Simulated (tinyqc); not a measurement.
What each parameter does: exciton in an atomically thin sheet (Rytova-Keldysh potential).

Relative motion in the plane with V(k) = -2 pi q/(k (kap + r0 k)), q = e^2/(4 pi eps0), c = hbar^2/2m0. Normalised Gaussians exp(-a_i r^2): with A = a_i + a_j, S_ij = 2 sqrt(a_i a_j)/A, T_ij = (4c/mu)(a_i a_j/A) S_ij, V_ij = -q S_ij times the integral over k from 0 to infinity of exp(-k^2/4A)/(kap + r0 k).

Converged values use 20 Gaussians with exponents 2^i/b^2, i = -11 to 8, b the larger of a0 kap/(2 mu) and sqrt(a0 r0/mu), a0 = 0.5291772 angstrom; p states use r exp(i theta) exp(-a r^2).

Constants: hbar^2/2m0 = 3.80998211 eV angstrom^2; e^2/(4 pi eps0) = 14.39964547 eV angstrom.

Values chosen for the exercise (near those of a MoSe2 monolayer; the results hold for these values, not for the real material):

| symbol | value | unit | meaning |
|---|---|---|---|
| me | 0.572 | m0 | electron mass |
| mh | 0.639 | m0 | hole mass |
| kap | 1 |  | mean dielectric constant of the surroundings |
| r0 | 55 | angstrom | screening length of the sheet |
| Eg | 2.144 | eV | gap, in these surroundings |

1/mu = 1/me + 1/mh; converged values. Eg is held fixed when kap or r0 changes: the shrinking of the gap by stronger screening, which offsets most of the shift of the 1s line, is left out.

One parameter was then changed.

Results before and after:

| case | 1s binding (meV) | 2s - 1s (meV) | 2s - 2p (meV) | 1s line (eV) |
|---|---|---|---|---|
| base | 471.3 | 236.2 | 47.7 | 1.673 |
| changed | 471.3 | 236.2 | 47.7 | 1.779 |

Which of these changes was made? (a) mh = 0.511 m0; (b) r0 = 44 angstrom; (c) me = 0.686 m0; (d) Eg = 2.25 eV; (e) kap = 1.3.

Answer: (d) Eg = 2.25 eV. Of the candidates, run in turn, only this one gives the changed row.

All candidates:

| case | 1s binding (meV) | 2s - 1s (meV) | 2s - 2p (meV) | 1s line (eV) |
|---|---|---|---|---|
| base | 471.3 | 236.2 | 47.7 | 1.673 |
| me = 0.686 m0 | 481.8 | 238.4 | 48.5 | 1.662 |
| mh = 0.511 m0 | 458.6 | 233.4 | 46.7 | 1.685 |
| kap = 1.3 | 412.5 | 222.2 | 42.6 | 1.731 |
| r0 = 44 angstrom | 557.5 | 288.1 | 57.0 | 1.586 |
| Eg = 2.25 eV | 471.3 | 236.2 | 47.7 | 1.779 |

tinyqc: `OMP_NUM_THREADS=1 python tinyqc.py 1251684 1251685 out.jsonl`; about 0.03 s, one thread, shared Intel(R) Xeon(R) Processor @ 2.30GHz.
